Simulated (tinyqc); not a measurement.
Worked calculation: plane-wave Kohn-Sham cycle with exchange-only LDA in a layered model solid. One step of it, computed by the program tinyqc.

Task: Iteration 1: levels at that k. Diagonalise the Hermitian matrix.

H (hartree), lower triangle:
```
           -3         -2         -1         +0         +1         +2        +3
-3   0.610510
-2  -0.310000   0.159925
-1   0.040000  -0.310000  -0.110426
+0   0.000000   0.040000  -0.310000  -0.200543
+1   0.000000   0.000000   0.040000  -0.310000  -0.110426
+2   0.000000   0.000000   0.000000   0.040000  -0.310000   0.159925
+3   0.000000   0.000000   0.000000   0.000000   0.040000  -0.310000  0.610510
```

Give: eigenvalues.

Result:

eigenvalues (hartree): -0.6169  -0.3613  -0.0961  0.1772  0.3861  0.8041  0.8264
